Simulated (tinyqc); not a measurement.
## Trap density from one capacitance

Question. Traps spread evenly through the insulator exchange electrons with the semiconductor by tunnelling, with tau(x) = t0 exp(2 ka x) at depth x from the interface. The admittance per area Y seen at depth x obeys dY/dx = -Y^2/(i w eps0 eox) + q Nb ln(1 + i w tau)/tau, with Y(0) = i w Cs and w = 2 pi f; the gate sees Y(tox) = G + i w C. Working variable y = Y/(i w), in uF/cm^2. Cox = eps0 eox/tox. Find Nb and G/w.

Inputs (values chosen for the exercise):
- eox = 22 (relative permittivity of the insulator)
- tox = 6.3 nm (insulator thickness)
- Cs = 1.7 uF/cm^2 (semiconductor capacitance in accumulation)
- ka = 6.1 1/nm (decay constant of the wave function in the insulator)
- t0 = 8e-11 s (time constant of a trap at the interface)
- f = 1e6 Hz (frequency)

Constants: q = 1.602176634e-19 C, eps0 = 8.8541878128e-14 F/cm where lengths are in cm. Results are converted to the units shown.

C = 1.1882275 uF/cm^2

Answer. C rises steadily with Nb, so one density matches; in practice ka and t0 must come from the frequency dependence.

Nb = 1.90e19 cm^-3 eV^-1
G/w = 0.0170 uF/cm^2

Numbers from tinyqc (`OMP_NUM_THREADS=1 python tinyqc.py 2202105 2202106 out.jsonl`; about 0.4 s on one thread of a shared Intel Xeon 2.30GHz).
